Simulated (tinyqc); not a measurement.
Inside a calculation: Lorentz oscillators and the Kramers-Kronig relations. Values are carried at full precision from step to step, so a last printed digit may differ when a step is redone from the rounded ones.

eps(E) = 1 + sum_j S_j/(E0_j^2 - E^2 - i G_j E).

Constants: hbar c = 1973.269805 eV angstrom; hbar^2/2m0 = 3.80998211 eV angstrom^2; e^2/(4 pi eps0) = 14.39964547 eV angstrom.

Values chosen for the exercise (line positions loosely like those of GaN; Lorentz tails absorb below the gap, where the real solid is clear; shifted at random, so the results belong to these values and not to a real crystal): E0 = (4.44, 7.09, 9.24) eV (resonances); G = (1.45, 1.12, 1.5) eV (widths); S = (13.8, 78.4, 86.8) eV^2 (strengths); E = 9.32 eV (photon energy); h = 1 eV (grid step); M = 40 (grid points E_j = j h); i = 10 (grid index at which eps1 is wanted).

## Dielectric function at one energy

Evaluate each oscillator and the sum.

terms: -0.1975+0.0398i  -1.9812+0.5651i  -0.6521+6.1396i

eps(E) = -1.8308+6.7445i
eps(0) = 4.2763

## Optical constants

n + i k = sqrt(eps1 + i eps2) with k >= 0; R = ((n - 1)^2 + k^2)/((n + 1)^2 + k^2) at normal incidence from vacuum; alpha = 2 E k/(hbar c), times 1e8 for 1/cm; loss function Im(-1/eps) = eps2/(eps1^2 + eps2^2).

Convert eps at the photon energy E into the optical constants.

n = 1.6059
k = 2.0999
R = 0.4265
alpha = 1.98e+06 1/cm
loss function = 0.1381
vacuum wavelength hc/E (hc = 1239.841984 eV nm) = 133.0 nm

The intensity falls to 1/e within 5.04 nm. eps1 is negative, so k exceeds n, as in a metal below its plasma energy; R is 0.43.

## Absorptive part on the grid

Tabulate eps2 at E_j = j h.

eps2(E_j), j = 1 .. M: 0.1112  0.2779  0.6694  2.0890  2.0740  2.7803  10.5266  4.4224  6.6192  3.3350  1.1376  0.5482  0.3208  0.2099  0.1474  0.1088  0.0832  0.0655  0.0527  0.0431  0.0358  0.0302  0.0257  0.0221  0.0191  0.0167  0.0147  0.0130  0.0115  0.0103  0.0092  0.0083  0.0075  0.0068  0.0062  0.0057  0.0052  0.0048  0.0044  0.0040

## eps1 at one grid point

Kramers-Kronig: eps1(E) = 1 + (2/pi) P integral_0^infinity E1 eps2(E1)/(E1^2 - E^2) dE1. Maclaurin rule on the grid E_j = j h, j = 1 .. M: eps1(E_i) = 1 + (4 h/pi) sum over j with j - i odd of E_j eps2(E_j)/(E_j^2 - E_i^2); nothing is added above E_M.

List the terms E_j eps2_j/(E_j^2 - E_i^2) for j - i odd, add them and form eps1.

terms in order of j (1/eV): -0.0011  -0.0221  -0.1383  -1.4448  -3.1354  0.5959  0.0604  0.0177  0.0075  0.0038  0.0022  0.0014  0.0009  0.0006  0.0005  0.0003  0.0003  0.0002  0.0002  0.0001

sum = -4.050 1/eV
eps1(E_i) = -4.156

The oscillator formula gives -3.559 at E_i = 10 eV. The rule samples every 2h = 2 eV against a narrowest width of 1.12 eV and stops at 40 eV; coarse sampling and the missing tail make the difference.

## The f-sum on the grid

W(E_M) = (2/pi) h sum_j E_j eps2_j, with half weight on the last point; the full integral equals sum S_j = (hbar omega_p)^2, and the electron density follows from (hbar omega_p)^2 = 8 pi c (e^2/(4 pi eps0)) N with c = hbar^2/2m0.

W(E_M) = 179.28 eV^2
sum S = 179.00 eV^2
share reached on this grid (a step near the line widths can inflate it) = 1.002
hbar omega_p = 13.379 eV
N = 1.30e+23 1/cm^3

## Checks

- The value of eps1 at 9.333 eV from a fine, long grid (with the tail of eps2 ~ 1/E^3 added) against the oscillator formula: both -1.92.

Computed by tinyqc, a small Python program: `OMP_NUM_THREADS=1 python tinyqc.py 1680280 1680281 out.jsonl` (the numbers bound the seed that draws the inputs); one thread of a shared host (Intel(R) Xeon(R) Processor @ 2.30GHz), about 0.2 s for the whole set of steps.
